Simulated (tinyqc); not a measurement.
Electron mobility in a silicon inversion layer, empirical terms and Matthiessen rule: two steps of the calculation.

Inversion layer of sheet density Ns on a uniformly doped body. The mobility terms are empirical power laws with prefactors chosen for the exercise; adding their inverses (Matthiessen) is itself an approximation.

Inputs (values chosen for the exercise); material values close to those of silicon:
```
symbol    value        unit                                                meaning
T           300           K                                            temperature
Eg         1.13          eV                                               band gap
eps_r      11.8                         relative permittivity of the semiconductor
Nc      2.82e19       cm^-3                 conduction-band density of states at T
Nv      2.64e19       cm^-3                    valence-band density of states at T
Nb       1.9e17       cm^-3                                            body doping
Vsb           0           V                                      reverse body bias
eta         0.5              weight of the inversion charge in the effective field
Ap          406  cm^2/(V s)           phonon-limited mobility at 1 MV/cm and 300 K
As          701  cm^2/(V s)                  roughness-limited mobility at 1 MV/cm
gs            2                                     exponent of the roughness term
Ac         2300  cm^2/(V s)                                      Coulomb prefactor
Nit      4.1e10       cm^-2                                charge at the interface
Ns       2.7e12       cm^-2                                      inversion density
WL           20                                                          ratio W/L
Vd         0.05           V                                          drain voltage
I           173          uA                                measured linear current
```

Constants: q = 1.602176634e-19 C, kB = 1.380649e-23 J/K, Vt = kB T/q, eps0 = 8.8541878128e-14 F/cm where lengths are in cm. Results are converted to the units shown.

Problem 1. Depletion charge and effective field. ni = sqrt(Nc Nv) exp(-Eg/(2 Vt)), Eg in volts; Ndep = sqrt(2 eps0 eps_r Nb (2 Vt ln(Nb/ni) + Vsb)/q); E = q (Ndep + eta Ns)/(eps0 eps_r), in MV/cm.

Find: ni; Ndep; E.

Solution 1.

ni = 8.7972e9 cm^-3
Ndep = 1.4710e12 cm^-2
E = 0.43259 MV/cm

The depletion charge gives 52.1 % of the field.

Problem 2. Inversion density for the measured current. I = (W/L) q Ns mu Vd. E = q (Ndep + eta Ns)/(eps0 eps_r) in MV/cm. With t = T/(300 K): muC = Ac (Ns/1e12 cm^-2) t/(Nb/1e17 cm^-3 + Nit/1e11 cm^-2), muP = Ap E^(-1/3) t^(-1.75), muS = As E^(-gs); 1/mu is the sum of the inverses. Ns(new) = I/((W/L) q mu Vd).

Ns at the start = 1.9e12 cm^-2
Ndep = 1.4709722e12 cm^-2

Give: E; mu; Ns after iteration 1.

Solution 2.

E = 0.3713 MV/cm
mu = 400.7 cm^2/(V s)
Ns after iteration 1 = 2.695e12 cm^-2

Computed by the program tinyqc: `OMP_NUM_THREADS=1 python tinyqc.py 2510138 2510139 out.jsonl`, one thread of a shared Intel Xeon 2.30GHz, about 0.01 s for the whole run.
